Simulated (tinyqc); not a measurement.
MOS structure on a p-type body, non-linear Poisson equation by Newton steps: two steps of the calculation.

One dimension, insulator interface at x = 0, acceptor density Na, uniform, net doping C = -(acceptor density). psi is counted from the intrinsic level: n = ni exp((psi - Vb)/Vt), p = ni exp(-psi/Vt); deep in the body psi_b = -Vt ln(Na/ni). The gate acts through Cox = eps0 eox/tox and has the potential psi_G = Vg - (phiM - chi - Vt ln(Nc/ni)). Boltzmann statistics, full ionisation, classical densities, no oxide or interface charge.

Inputs (values chosen for the exercise); band and dielectric values close to those of germanium: temperature T = 300 K; band gap Eg = 0.662 eV; conduction-band density of states at T Nc = 1.03e19 cm^-3; valence-band density of states at T Nv = 6.03e18 cm^-3; electron affinity chi = 3.95 eV; acceptor density deep in the body Na = 7.1e17 cm^-3; relative permittivity of the gate insulator (close to silicon dioxide) eox = 3.9; insulator thickness tox = 2.7 nm; gate work function phiM = 4.1 eV; electron quasi-Fermi potential against the body Vb = 0 V; gate voltage against the body Vg = 0.85 V.

Constants: q = 1.602176634e-19 C, kB = 1.380649e-23 J/K, Vt = kB T/q, eps0 = 8.8541878128e-14 F/cm where lengths are in cm. Results are converted to the units shown.

Task 1. Scales and end potentials. ni = sqrt(Nc Nv) exp(-Eg/(2 Vt)), Eg in volts; Cox, psi_G and psi_b as defined.

Find: ni; Cox; psi_G; psi_b.

Result 1.

ni = 2.1678e13 cm^-3
Cox = 1.2789 uF/cm^2
psi_G = 1.0379 V
psi_b = -0.26878 V

Task 2. Converged densities and sheet charges. n and p as above; box widths w_i (half boxes at both ends); band bending psi_0 - psi_b; N_inv = sum w n; N_dep = -sum w (p + C); centroid sum w n x/N_inv; gate charge Cox (psi_G - psi_0)/q.

```
node  x (nm)  converged psi (V)  net doping C (cm^-3)
0          0         0.37161651               -7.1e17
1        0.5         0.34745482               -7.1e17
2        1.2         0.32090380               -7.1e17
3       2.19         0.28896506               -7.1e17
4       3.59         0.24799714               -7.1e17
5       5.54         0.19466154               -7.1e17
6        8.3         0.12458564               -7.1e17
7       12.2         0.03584031               -7.1e17
8       17.6        -0.06724406               -7.1e17
9       25.3        -0.17449850               -7.1e17
10      36.1        -0.24824593               -7.1e17
11      51.3        -0.26668501               -7.1e17
12      72.7        -0.26866309               -7.1e17
13       103        -0.26877590               -7.1e17
```

ni = 2.1678139e13 cm^-3

Find: n; p; band bending; N_inv; N_dep; centroid of the electrons; gate charge over q.

Result 2.

```
node  n (cm^-3)  p (cm^-3)
0     3.7923e19   1.2392e7
1     1.4894e19   3.1553e7
2     5.3330e18   8.8120e7
3     1.5503e18   3.0313e8
4     3.1783e17   1.4786e9
5     4.0382e16  1.1637e10
6     2.6852e15  1.7502e11
7     8.6719e13  5.4192e12
8     1.6083e12  2.9219e14
9     2.5385e10  1.8513e16
10     1.4644e9  3.2090e17
11     7.1765e8  6.5484e17
12     6.6478e8  7.0691e17
13     6.6189e8  7.1000e17
```

band bending = 0.64039 V
N_inv = 2.5413e12 cm^-2
N_dep = 2.7772e12 cm^-2
centroid of the electrons = 0.64732 nm
gate charge over q = 5.3188e12 cm^-2

N_inv + N_dep is within 0.01 % of the gate charge.

Range of the model: On a fine mesh the surface electron density exceeds 0.3 Nc, so degeneracy and confinement would lower the charge and push it away from the interface.

Numbers from tinyqc (`OMP_NUM_THREADS=1 python tinyqc.py 2080129 2080130 out.jsonl`; about 0.5 s on one thread of a shared Intel Xeon 2.30GHz).
